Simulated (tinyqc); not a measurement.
From results back to parameters: Tamm state at the end of a one-band chain. Three cases, with inputs chosen for the exercise.

Problem. The end state of a chain with hopping -t and end-site shift D has E = D + t^2/D and weight 1 - (t/D)^2 on the end site. The values below come from hidden t and D.

Case 1.

E = -2.897619 eV
weight = 0.466868

Case 2.

E = -2.778226 eV
weight = 0.879748

Case 3.

E = -3.556690 eV
weight = 0.773555

Find: D, t.

Solution. With (t/D)^2 = 1 - w, E = D (2 - w), which gives D, and t = |D| sqrt(1 - w).

Case 1.

D, t (eV): -1.890  1.380

Case 2.

D, t (eV): -2.480  0.860

Case 3.

D, t (eV): -2.900  1.380

Computed by tinyqc, one run a case: `OMP_NUM_THREADS=1 python tinyqc.py N N+1 out.jsonl` with N = 1481034, 1481051, 1481059; one thread of a shared Intel(R) Xeon(R) Processor @ 2.30GHz, about 0.01 s a run at most.
